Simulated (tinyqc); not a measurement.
Worked calculation: Hueckel theory of the pi electrons with the omega technique, for the molecule C=CN=CC=CN (SMILES; centres numbered as the heavy atoms are written). One step of it, computed by the program tinyqc.

Task: Orbitals, round 1. Diagonalise; E = alpha + x beta with beta < 0, so the largest x are filled first; degenerate levels share their electrons. P = sum n_i c_ri c_si; each orbital has its largest coefficient positive (the first on a tie).

Hueckel matrix in units of beta (H = alpha + beta A), lower triangle:
```
          1C        2C        3N        4C        5C        6C        7N
1C  0.000000
2C  1.000000  0.000000
3N  0.000000  1.000000  0.540000
4C  0.000000  0.000000  1.000000  0.000000
5C  0.000000  0.000000  0.000000  1.000000  0.000000
6C  0.000000  0.000000  0.000000  0.000000  1.000000  0.000000
7N  0.000000  0.000000  0.000000  0.000000  0.000000  0.790000  1.460000
```

pi electrons, sum of z_r less the charge = 8

Give: x values; occupations; coefficients; charge and bond-order matrix P.

Result:

x values: 2.0594  1.8262  1.1039  0.4338  -0.4678  -1.2519  -1.7036

occupations: 2.0000  2.0000  2.0000  2.0000  0.0000  0.0000  0.0000

coefficients:
```
       MO1      MO2      MO3      MO4      MO5      MO6      MO7
1C  0.1418  -0.2033  -0.4033   0.5730  -0.4242  -0.4735  -0.2084
2C  0.2921  -0.3713  -0.4452   0.2486   0.1985   0.5928   0.3550
3N  0.4597  -0.4748  -0.0881  -0.4652   0.3314  -0.2686  -0.3964
4C  0.4064  -0.2394   0.3955  -0.1992  -0.5324  -0.1115   0.5344
5C  0.3773   0.0376   0.5247   0.3787  -0.0823   0.4082  -0.5140
6C  0.3705   0.3081   0.1837   0.3635   0.5709  -0.3995   0.3412
7N  0.4883   0.6646  -0.4075  -0.2798  -0.2339   0.1164  -0.0852
```

charge and bond-order matrix P, lower triangle:
```
         1C       2C       3N       4C       5C      6C      7N
1C   1.1048
2C   0.8778   0.9663
3N  -0.1385   0.4684   1.3218
4C  -0.3346  -0.0359   0.7166   0.8371
5C   0.1026  -0.0864  -0.1337   0.5527   1.1249
6C   0.2482   0.0048  -0.3224   0.1541   0.7708  0.7961
7N  -0.1238   0.0154   0.1500  -0.1321  -0.2211  0.4182  1.8489
```
